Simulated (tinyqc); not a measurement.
Avalanche multiplication and breakdown of a junction from ionisation integrals: one step, computed by the program tinyqc. Command: `OMP_NUM_THREADS=1 python tinyqc.py 3014632 3014633 out.jsonl impact walk`. One thread of a shared host (Intel(R) Xeon(R) Processor @ 2.30GHz), about 0.01 s of CPU time with the checks.

Ionisation coefficients follow the local field. Position x runs through the depletion layer from the p side (x = 0), where electrons enter, to the n side (x = w), where holes enter. The built-in voltage is neglected.

Problem. Breakdown. alpha_n = a_n exp(-(b_n/F)^c), alpha_p = a_p exp(-(b_p/F)^c). Uniform field F = F_m, w = W, V = F_m W. With Phi(x) = int_0^x (alpha_n - alpha_p) dx': 1 - 1/M_n = I_n = int_0^w alpha_n exp(-Phi) dx and M_p = M_n exp(-Phi(w)); trapezoid rule on 401 even points; breakdown at I_n = 1. Solve I_n(F_m) = 1.

Inputs (values chosen for the exercise, modelled on GaN):

| quantity | value | unit |
|---|---|---|
| electron prefactor a_n | 4.63e+08 | 1/cm |
| electron field b_n | 3.36e+07 | V/cm |
| hole prefactor a_p | 7.61e+06 | 1/cm |
| hole field b_p | 1.51e+07 | V/cm |
| exponent c | 1 | - |
| permittivity eps | 9.7 | - |
| layer width W | 1.1 | micrometre |

Junction: p-i-n with uniform field.

Constants: e = 1.602176634e-19 C; eps_0 = 8.8541878128e-12 F/m.

Give: critical field F_m; width at breakdown; breakdown voltage.

Solution.

critical field F_m = 2.678 MV/cm

width at breakdown = 1.1 micrometre

breakdown voltage = 294.6 V
